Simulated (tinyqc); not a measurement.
Implanted layer, carriers, mobility and sheet resistance: one step of the calculation.

A p-type layer from the surface x = 0 to the junction xj, N(x) = N0 exp(-(x - Rp)^2/(2 sg^2)). Local neutrality (no depletion at surface or junction, no spilling of carriers), intrinsic carriers neglected, full ionisation of active dopants.

Problem. Sheet quantities by the trapezoid rule. Dose = integral of N, carrier sheet density = integral of p, 1/Rs = q integral of p mu, mean mobility 1/(q Rs sheet density), Hall mobility (unit Hall factor) = integral of p mu^2 over integral of p mu, Hall sheet density = (integral of p mu)^2/integral of p mu^2; all from 0 to xj.

Constants: q = 1.602176634e-19 C. Results are converted to the units shown.

```
point,x (nm),N (cm^-3),p (1e19 cm^-3),mu (cm^2/(V s))
0,0.000000,1.2879811e19,1.2834811,68.091772
1,6.725429,1.5784898e19,1.5739898,65.056134
2,13.450858,1.7619266e19,1.7574266,63.567063
3,20.176288,1.7912145e19,1.7867145,63.352420
4,26.901717,1.6585216e19,1.6540216,64.373659
5,33.627146,1.3986479e19,1.3941479,66.815755
6,40.352575,1.0742601e19,1.0697601,71.135245
7,47.078004,7.5149172e18,0.7469917,78.174753
8,53.803434,4.7879843e18,0.4742984,89.351249
9,60.528863,2.7784014e18,0.2733401,106.87405
10,67.254292,1.4684224e18,0.1423422,133.74124
11,73.979721,7.0683941e17,0.0661839,172.75056
12,80.705150,3.0988764e17,0.0264888,223.35416
13,87.430580,1.2373755e17,0.0078738,277.42466
14,94.156009,4.5e16,0.0000000,321.17654
```

Give: dose; carrier sheet density; Rs; mean mobility; Hall mobility; Hall sheet density.

Solution.

dose = 7.854e13 cm^-2
carrier sheet density = 7.812e13 cm^-2
Rs = 1138 ohm/square
mean mobility = 70.19 cm^2/(V s)
Hall mobility = 73.99 cm^2/(V s)
Hall sheet density = 7.411e13 cm^-2

Carriers make up 99.5 % of the dose. A Hall measurement weights the mobile tail, so its sheet density is 5.1 % below the true one.

Computed by the program tinyqc: `OMP_NUM_THREADS=1 python tinyqc.py 2110165 2110166 out.jsonl`, one thread of a shared Intel Xeon 2.30GHz, about 0.01 s for the whole run.
